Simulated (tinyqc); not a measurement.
Deep-level transient spectroscopy: amplitude against reverse bias.

Schottky contact on an n-type layer with shallow donors Nd (all ionised) and a donor-like deep trap, neutral when filled and positive when empty; depletion approximation. Traps within lam of the depletion edge stay filled. A long pulse to Vp fills the traps beyond x1 = Wp - lam; back at Vr those between x1 and x2 = Wr - lam emit. A rate window reads S = C(t2) - C(t1).

lam = sqrt(2 eps0 eps_r (EF - ET)/(q Nd)), EF - ET = Et - (kB T/q) ln(Nc(T)/Nd), Nc(T) = Nc (T/300 K)^1.5. In the steady state at the band bending V, 2 eps0 eps_r V/q = Nd W^2 + Nt (W - lam)^2 (the second term only if W > lam). W(t)^2 = Wr^2 + (Nt/Nd)(x2^2 - x1^2) exp(-en t), C = eps0 eps_r/W; for small Nt, dC/C = -(Nt/2 Nd) G exp(-en t) with G = (x2^2 - x1^2)/Wr^2. Listed at t = 0.

Values chosen for this exercise; material values close to those of silicon: relative permittivity eps_r = 11.8; conduction-band density of states at 300 K Nc = 2.77e19 cm^-3; shallow donor density Nd = 9.8e14 cm^-3; built-in voltage Vbi = 0.6 V; depth of the trap below the conduction edge Et = 0.15 eV; trap density Nt = 1.4e14 cm^-3; reverse bias during the filling pulse Vp = 0 V; temperature of the transient T = 77 K.

Constants: q = 1.602176634e-19 C, kB = 1.380649e-23 J/K, eps0 = 8.8541878128e-14 F/cm where lengths are in cm. Results are converted to the units shown.

Result of one run:
```
Vr (V)  Wr (nm)       G  dC(0)/C (%)  2 Nd |dC|/C (cm^-3)
2.1        1814  0.5647       -3.805             7.458e13
```

What becomes of these results when the reverse bias Vr is changed from 2.1 to 5.4 V, all else the same?

Result of the changed run:
```
Vr (V)  Wr (nm)       G  dC(0)/C (%)  2 Nd |dC|/C (cm^-3)
5.4        2685  0.7152       -4.748             9.306e13
```

The whole series:
```
Vr (V)  Wr (nm)       G  dC(0)/C (%)  2 Nd |dC|/C (cm^-3)
0.5        1170  0.2894       -2.005             3.930e13
2.1        1814  0.5647       -3.805             7.458e13
3.8        2305  0.6645       -4.433             8.690e13
5.4        2685  0.7152       -4.748             9.306e13
7.1        3037  0.7501       -4.963             9.727e13
8.7        3333  0.7736       -5.106             1.001e14
10.4       3622  0.7925       -5.221             1.023e14
12         3873  0.8066       -5.307             1.040e14
```

G rises from 0.289 to 0.807, since lam = 357 nm and x1 weigh less in a wider layer. The simple estimate 2 Nd |dC|/C reaches 28.1 % of the true Nt in the first row and 74.3 % in the last. That is below G (80.7 %), since with Nt/Nd = 0.14 dC/C is no longer linear in Nt. In every row T is below 110 K, where shallow donors begin to freeze out; the model keeps them ionised.

Range of the model: With Nt above a tenth of Nd the edge x2 moves during the transient, which this model holds fixed, and the transient is not a plain exponential.

tinyqc, about 0.01 s, one thread, Intel Xeon 2.30GHz (shared host): `OMP_NUM_THREADS=1 python tinyqc.py 2050119 2050120 out.jsonl`
